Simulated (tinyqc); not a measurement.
The 3-omega method: a line heater on a substrate with a thin film: one step, computed by the program tinyqc. Command: `OMP_NUM_THREADS=1 python tinyqc.py 3002919 3002920 out.jsonl threeomega walk`. One thread of a shared host (Intel(R) Xeon(R) Processor @ 2.30GHz), about 0.01 s of CPU time with the checks.

A current at angular frequency omega = 2 pi f heats the line at 2 omega with the amplitude P per length; the temperature swing Delta T at 2 omega gives a voltage at 3 omega. The substrate is taken as semi-infinite and isotropic, and the heat capacity of heater and film is left out.

Task: Penetration depth. D = kappa/C; q = sqrt(2 i omega/D); penetration depth 1/|q| = sqrt(D/(2 omega)).

Inputs (values chosen for the exercise, modelled on a silicon-germanium alloy on silica):
```
quantity,value,unit
substrate conductivity kappa,1.43,W/(m K)
substrate heat capacity C,1.64,1e6 J/(m^3 K)
heater half-width b,4.9,micrometre
current frequency f,66,Hz
substrate thickness d_s,300,micrometre
```

Give: diffusivity D; penetration depth; |q| b; penetration depth / d_s.

Result:

diffusivity D = 0.8720 mm^2/s

penetration depth = 32.42 micrometre

|q| b = 0.1511

penetration depth / d_s = 0.1081
